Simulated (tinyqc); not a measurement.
Trap density from two Hall measurements.

Question. p-type body, charge-sheet picture, full ionisation (an idealisation for deep acceptors), Boltzmann statistics for free electrons. e = Ec - EF at the surface. psi = Eg - Vt ln(Nv/Na) - e; N_dep = sqrt(2 eps0 eps_r Na (psi - Vt)/q); n_f = sqrt(N_dep^2 + 2 eps0 eps_r Vt Nc exp(-e/Vt)/q) - N_dep; Vg = Vfb + psi + q (N_dep + n_t + n_f)/Cox, Cox = eps0 eox/tox. Find e and n_t at both points and the mean trap density between them.

Parameters, values chosen for the exercise; band and dielectric values close to those of 4H silicon carbide: temperature T = 250 K; band gap Eg = 3.31 eV; relative permittivity eps_r = 9.74; conduction-band density of states at T Nc = 1.27e19 cm^-3; valence-band density of states at T Nv = 1.93e19 cm^-3; relative permittivity of the insulator eox = 3.9; insulator thickness tox = 27 nm; acceptor density Na = 2.9e16 cm^-3; flat-band voltage without trapped charge Vfb = -2.88 V.

Constants: q = 1.602176634e-19 C, kB = 1.380649e-23 J/K, Vt = kB T/q, eps0 = 8.8541878128e-14 F/cm where lengths are in cm. Results are converted to the units shown.

Vg (V): [1.9016567, 2.6534399]
free sheet density from the Hall effect (cm^-2): [2.9894253e8, 2.2844720e10]

Solution. Each n_f fixes e; what the gate voltage holds beyond psi, N_dep and n_f is trapped; the difference quotient is the density, smeared over a few Vt.

e (eV): [0.1840, 0.09000]
n_t (cm^-2): [4.711e11, 9.585e11]
mean trap density = 5.185e12 cm^-2 eV^-1

tinyqc, about 0.02 s, one thread, Intel Xeon 2.30GHz (shared host): `OMP_NUM_THREADS=1 python tinyqc.py 2222102 2222103 out.jsonl`
